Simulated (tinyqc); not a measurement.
## Gate voltage for a given inversion charge

Inverse problem. p-type body, charge-sheet picture, depletion and inversion only, full ionisation (an idealisation for deep acceptors), Boltzmann statistics (rough once Na exp(x - xn) passes about Nc/7). In units of Vt: xg = (Vg - Vfb)/Vt, x = psi/Vt, G = gamma/sqrt(Vt), xn = (2 phiF + Vc)/Vt. The implicit equation is (xg - x)^2 = G^2 [x - 1 + exp(x - xn)] for x above about 3. Cox = eps0 eox/tox. ni = sqrt(Nc Nv) exp(-Eg/(2 Vt)), Eg in volts; phiF = Vt ln(Na/ni); gamma = sqrt(2 q eps0 eps_r Na)/Cox. N_inv = (Cox Vt G/q) [sqrt(x - 1 + exp(x - xn)) - sqrt(x - 1)]. Find x - xn, psi and Vg.

Values chosen for this exercise; band and dielectric values close to those of silicon:
- T = 350 K (temperature)
- Eg = 1.12 eV (band gap)
- eps_r = 11.8 (relative permittivity)
- Nc = 3.54e19 cm^-3 (conduction-band density of states at T)
- Nv = 3.33e19 cm^-3 (valence-band density of states at T)
- eox = 3.9 (relative permittivity of the gate insulator (close to silicon dioxide))
- tox = 1.4 nm (insulator thickness)
- Na = 1.4e18 cm^-3 (acceptor density)
- Vfb = -0.62 V (flat-band voltage)
- Vc = 1 V (channel-body voltage)

Constants: q = 1.602176634e-19 C, kB = 1.380649e-23 J/K, Vt = kB T/q, eps0 = 8.8541878128e-14 F/cm where lengths are in cm. Results are converted to the units shown.

N_inv = 1e11 cm^-2

Solution. N_inv rises steadily with x, so it fixes x; the implicit equation then gives xg directly.

x - xn = 0.7741
psi = 1.950 V
Vg = 1.721 V

Program tinyqc, `OMP_NUM_THREADS=1 python tinyqc.py 2122107 2122108 out.jsonl`; Intel Xeon 2.30GHz, shared host, one thread, about 0.01 s.
